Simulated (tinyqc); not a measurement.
From results back to parameters: metal-induced gap states at the contact of a metal chain and a two-band chain. Four cases, with inputs chosen for the exercise.

Problem. With gap states the barrier for electrons is phi = S (W - chi - p) + p, W being the work function of the metal, S the pinning factor and p the depth of the neutrality level below the conduction edge. The barriers for two metals come from hidden S and p, those of the chain and not of a measured contact.

Case 1.

Values chosen (out of a larger set: gap and optical dielectric constant near those of HfO2; the chain itself is a model; not measured data):
- W1 = 4.44 eV (work function of metal 1)
- W2 = 5.15 eV (of metal 2)
- chi = 2.38 eV (electron affinity)

barriers (eV): metal 1 2.19296, metal 2 2.70629

Case 2.

Values chosen (out of a larger set: gap and optical dielectric constant near those of SiO2; the chain itself is a model; not measured data):
- W1 = 4.2 eV (work function of metal 1)
- W2 = 5.35 eV (of metal 2)
- chi = 0.9 eV (electron affinity)

barriers (eV): metal 1 3.54206, metal 2 4.40801

Case 3.

Values chosen (out of a larger set: gap and optical dielectric constant near those of Si; the chain itself is a model; not measured data):
- W1 = 4.29 eV (work function of metal 1)
- W2 = 5.24 eV (of metal 2)
- chi = 4.07 eV (electron affinity)

barriers (eV): metal 1 0.45296, metal 2 0.61256

Case 4.

Values chosen (out of a larger set: gap and optical dielectric constant near those of GaAs; the chain itself is a model; not measured data):
- W1 = 4.04 eV (work function of metal 1)
- W2 = 5.06 eV (of metal 2)
- chi = 4.15 eV (electron affinity)

barriers (eV): metal 1 0.49114, metal 2 0.79816

Find: S, p (eV).

Solution. The slope of the barrier against W is S; then p = (phi1 - S (W1 - chi))/(1 - S).

Case 1.

S, p (eV): 0.723  2.540

Case 2.

S, p (eV): 0.753  4.280

Case 3.

S, p (eV): 0.168  0.500

Case 4.

S, p (eV): 0.301  0.750

Computed by tinyqc, one run a case: `OMP_NUM_THREADS=1 python tinyqc.py N N+1 out.jsonl` with N = 1480624, 1480630, 1480668, 1480694; one thread of a shared Intel(R) Xeon(R) Processor @ 2.30GHz, about 0.01 s a run at most.
